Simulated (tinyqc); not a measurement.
Inside a calculation. Method: bound state in one dimension: Numerov shooting, finite differences, DVR. Computed by tinyqc, a small Python program that keeps every step. Settings: points = 48. Command: `OMP_NUM_THREADS=1 python tinyqc.py 24770 24771 out.jsonl` (the two numbers bound the seeds that draw the settings). One thread of a shared host (Intel(R) Xeon(R) Processor @ 2.60GHz), about 0.01 s of CPU time with the checks.

## Numerov steps at E = 0.1

One particle of mass 1 in V = 1.23 (x^2 - 2.19^2)^2 / 2.19^4 (atomic units), psi = 0 at both ends:
```
parameter,value
left end,-3.400000
right end,3.400000
intervals,48
h,0.141667
state sought (nodes),0
```

k_i = 2 m (E - V_i); (1 + h^2 k_(i+1)/12) y_(i+1) = 2 (1 - 5 h^2 k_i/12) y_i - (1 + h^2 k_(i-1)/12) y_(i-1), from y_0 = 0, y_1 = 0.001.

Points along the way:
```
i,x,V,k,y
0,-3.400000,2.446375,-4.692750,0.000000
1,-3.258333,1.811630,-3.423260,0.001000
2,-3.116667,1.293062,-2.386124,0.002065
3,-2.975000,0.879040,-1.558080,0.003228
4,-2.833333,0.558451,-0.916901,0.004489
5,-2.691667,0.320697,-0.441395,0.005832
16,-1.133333,0.659405,-1.118811,0.021916
17,-0.991667,0.777308,-1.354617,0.024481
18,-0.850000,0.887331,-1.574661,0.027714
19,-0.708333,0.986112,-1.772224,0.031826
20,-0.566667,1.070810,-1.941621,0.037076
21,-0.425000,1.139099,-2.078198,0.043775
```

## Bisection on the node count

With more sign changes than the state has nodes (the last point included) the energy is too high, else too low; the bracket starts as 0.1 to 12.

Trials:
```
trial,E,sign changes,y at the right end,next
1,6.05000000,7,-8.89e-04,lower
2,3.07500000,4,2.59e-03,lower
3,1.58750000,2,1.37e-03,lower
4,0.84375000,2,8.30e-03,lower
5,0.47187500,0,1.06e-01,raise
6,0.65781250,0,8.89e-04,raise
7,0.75078125,2,2.14e-04,lower
8,0.70429688,1,-1.33e-03,lower
9,0.68105469,1,-8.17e-04,lower
10,0.66943359,1,-1.32e-04,lower
11,0.66362305,0,3.34e-04,raise
12,0.66652832,0,9.05e-05,raise
13,0.66798096,1,-2.33e-05,lower
14,0.66725464,0,3.29e-05,raise
...,...,...,...,...
29,0.66767793,1,-2.59e-10,lower
30,0.66767792,0,5.97e-10,raise
31,0.66767793,0,1.69e-10,raise
```

eigenvalue = 0.66767793 hartree

## The same grid by other methods

Three-point finite differences and the sine-DVR kinetic matrix of Colbert and Miller on the same points.

Lowest levels (hartree):
```
state,finite differences,DVR
0,0.666939,0.667681
1,0.746108,0.747141
2,1.616019,1.619138
```
